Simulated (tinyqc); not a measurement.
Thermionic-field emission through a Schottky barrier, WKB: one step of the calculation.

Metal on an n-type semiconductor with one parabolic valley; V > 0 is forward bias (metal positive). Energies E are counted from the conduction edge of the neutral semiconductor, whose Fermi level lies at -xi; that of the metal lies at -xi - V. The barrier is a parabola of height Vd = phi - xi - V (depletion approximation, no image force).

Problem. Current density on a coarse grid. For E < Vd, ln T(E) = -(Vd/E00) [sqrt(1 - y) - y ln((1 + sqrt(1 - y))/sqrt(y))], y = E/Vd; T(E) = 1 above. J = A* T (q/kB) int_0^infinity T(E) N(E) dE, N = ln[(1 + exp((-xi - E)/Vt))/(1 + exp((-xi - V - E)/Vt))], A* = 4 pi q me m0 kB^2/h^3 (times 1e-4 for A/(cm^2 K^2)). Simpson's rule on nE equally spaced points from 0 to Eb.

Values chosen for this exercise; band and dielectric values those of a made-up semiconductor:
```
symbol   value  unit                       meaning
T          350     K                   temperature
me      0.0527    m0                 electron mass
V         0.31     V                          bias
nE          11           points of the energy grid
Eb        0.64    eV  upper end of the energy grid
```

Constants: q = 1.602176634e-19 C, kB = 1.380649e-23 J/K, h = 6.62607015e-34 J s, m0 = 9.1093837015e-31 kg, Vt = kB T/q. Results are converted to the units shown.

xi = -0.054776468 eV
Vd = 0.45477647 V
E00 = 20.882205 meV

Give: E; T(E); N; T(E) N; J.

Solution.

```
point,E (eV),T(E),N,T(E) N
0,0.00000,3.4822e-10,1.9666,6.8483e-10
1,0.06400,2.5746e-7,0.55186,1.4208e-7
2,0.12800,2.0155e-5,0.084552,1.7041e-6
3,0.19200,6.1629e-4,0.010514,6.4797e-6
4,0.25600,0.0095202,0.0012654,1.2047e-5
5,0.32000,0.081886,1.5167e-4,1.2420e-5
6,0.38400,0.39806,1.8171e-5,7.2330e-6
7,0.44800,0.97386,2.1768e-6,2.1199e-6
8,0.51200,1.0000,2.6077e-7,2.6077e-7
9,0.57600,1.0000,3.1239e-8,3.1239e-8
10,0.64000,1.0000,3.7423e-9,3.7423e-9
```

J = 69.836 A/cm^2

The integrand peaks at E = 0.320 eV among these points, 0.70 of the barrier height.

Range of the model: The depletion approximation, a parabolic band and the neglect of image-force lowering make these currents estimates at high doping.

Program tinyqc, `OMP_NUM_THREADS=1 python tinyqc.py 2640071 2640072 out.jsonl`; Intel Xeon 2.30GHz, shared host, one thread, about 0.01 s.
